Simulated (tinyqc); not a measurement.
Harmonic frequencies on the RHF/3-21g surface (energies and gradients from PySCF), for H3-, spin multiplicity 1, step by step. The basis has no diffuse functions, so it cannot describe the extra electron: this is an exercise in the method, not the real anion. One step of it, computed by the program tinyqc.

Problem. One row of the Hessian: 1Hz. Displace 1Hz by +/-0.005 bohr; H(k, :) = (g(+) - g(-)) / (2 delta).

optimised positions (bohr):
```
            x          y          z
1H  -0.008802  -0.045561   0.578253
2H  -0.007113  -0.060925   2.094891
3H  -0.012430  -0.012567  -2.678813
```

gradient at +delta (hartree/bohr):
```
              x            y            z
1H   0.00000088  -0.00000796   0.00099266
2H  -0.00000108   0.00000984  -0.00111154
3H   0.00000021  -0.00000188   0.00011888
```

gradient at -delta (hartree/bohr):
```
              x            y            z
1H  -0.00000084   0.00000767  -0.00097140
2H   0.00000105  -0.00000957   0.00109089
3H  -0.00000021   0.00000189  -0.00011949
```

Give: row of the Hessian.

Solution.

row of the Hessian (hartree/bohr^2): 1Hx 0.00017, 1Hy -0.00156, 1Hz 0.19641, 2Hx -0.00021, 2Hy 0.00194, 2Hz -0.22024, 3Hx 0.00004, 3Hy -0.00038, 3Hz 0.02384
